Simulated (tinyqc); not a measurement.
Worked calculation: RHF in the sto-3g basis, for H3+, spin multiplicity 1. One step of it, computed by the program tinyqc.

Task: Iteration 1: building the Fock matrix. J_ij = sum D_kl (ij|kl), K_ij = sum D_kl (ik|jl); F = H + J - 0.5 K; E = tr D H + tr D J / 2 - 0.25 tr D K + E_nn.

D at the start:
```
          1H 1s     2H 1s     3H 1s
1H 1s  0.640704  0.046564  0.046558
2H 1s  0.046564  0.640704  0.046558
3H 1s  0.046558  0.046558  0.640710
```

core Hamiltonian H = T + V (hartree):
```
           1H 1s      2H 1s      3H 1s
1H 1s  -1.196686  -0.466719  -0.466611
2H 1s  -0.466719  -1.196686  -0.466611
3H 1s  -0.466611  -0.466611  -1.196645
```

Two-electron integrals (ij|kl) in chemists' order, unique and non-zero (hartree):
```
(11|11) 0.774606   (21|11) 0.152013   (21|21) 0.044705   (22|11) 0.358166
(22|21) 0.152013   (22|22) 0.774606   (31|11) 0.151970   (31|21) 0.037974
(31|22) 0.107953   (31|31) 0.044683   (32|11) 0.107953   (32|21) 0.037974
(32|22) 0.151970   (32|31) 0.037966   (32|32) 0.044683   (33|11) 0.358129
(33|21) 0.107970   (33|22) 0.358129   (33|31) 0.151970   (33|32) 0.151970
(33|33) 0.774606
```

nuclear repulsion = 1.10083912 hartree

Give: Coulomb J; exchange K; Fock matrix F; total energy of this density.

Result:

Coulomb J (hartree):
```
        1H 1s   2H 1s   3H 1s
1H 1s  0.9936  0.2752  0.2751
2H 1s  0.2752  0.9936  0.2751
3H 1s  0.2751  0.2751  0.9936
```

exchange K (hartree):
```
        1H 1s   2H 1s   3H 1s
1H 1s  0.5854  0.2515  0.2514
2H 1s  0.2515  0.5854  0.2514
3H 1s  0.2514  0.2514  0.5854
```

Fock matrix F (hartree):
```
         1H 1s    2H 1s    3H 1s
1H 1s  -0.4958  -0.3172  -0.3172
2H 1s  -0.3172  -0.4958  -0.3172
3H 1s  -0.3172  -0.3172  -0.4958
```

total energy of this density = -0.635209 hartree

This density is the starting one; it is not idempotent, so its energy is not variational and may lie below the converged one.
